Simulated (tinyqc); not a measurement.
Inside a calculation. Method: RHF in the sto-3g basis, for H3+, spin multiplicity 1. One step of it, computed by the program tinyqc.

Problem. Iteration 65 (converged): orbitals. Diagonalise F' = X^T F X, C = X C', fill 1 alpha and 1 beta electrons from the bottom; D = 2 C_occ C_occ^T. Each column has its largest component positive (the first on a tie).

converged F (hartree), order 1H 1s, 2H 1s, 3H 1s:
```
[[-0.877417, -0.724705, -0.724705],
 [-0.724705, -0.611927, -0.337929],
 [-0.724705, -0.337929, -0.611927]]
```

X, order 1H 1s, 2H 1s, 3H 1s:
```
[[1.379848, 0.000000, 0.489021],
 [-0.879383, 0.773403, 0.383663],
 [-0.879383, -0.773403, 0.383663]]
```

Give: F' = X^T F X; orbital energies; coefficients C; D after iteration 65.

Solution.

F' = X^T F X (hartree):
```
[[0.3778, 0.0000, -0.0951],
 [0.0000, -0.3278, 0.0000],
 [-0.0951, 0.0000, -1.0333]]
```

orbital energies (hartree): [-1.0397, -0.3278, 0.3842]

coefficients C, order 1H 1s, 2H 1s, 3H 1s:
```
[[0.5803, 0.0000, 1.3440],
 [0.3239, 0.7734, -0.9031],
 [0.3239, -0.7734, -0.9031]]
```

D after iteration 65, order 1H 1s, 2H 1s, 3H 1s:
```
[[0.6735, 0.3760, 0.3760],
 [0.3760, 0.2098, 0.2098],
 [0.3760, 0.2098, 0.2098]]
```
